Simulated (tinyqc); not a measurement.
Inside a calculation. Method: Jacobi rotations on a symmetric matrix. One step of it, computed by the program tinyqc.

Problem. Jacobi rotation 3. Take the largest off-diagonal element A_pq; tan 2 theta = 2 A_pq / (A_qq - A_pp) with |theta| <= pi/4; A' = J^T A J with J_pp = J_qq = cos, J_pq = sin, J_qp = -sin.

A':
$$\begin{pmatrix}
0.543809 & 0.000000 & 0.061843 \\
0.000000 & -0.198162 & 0.037415 \\
0.061843 & 0.037415 & 1.465353
\end{pmatrix}$$

Give: p, q, theta; A'.

Solution.

p, q, theta (rad): [1.000, 3.000, 0.067]

A':
$$\begin{pmatrix}
0.540 & -0.002 & 0.000 \\
-0.002 & -0.198 & 0.037 \\
0.000 & 0.037 & 1.469
\end{pmatrix}$$
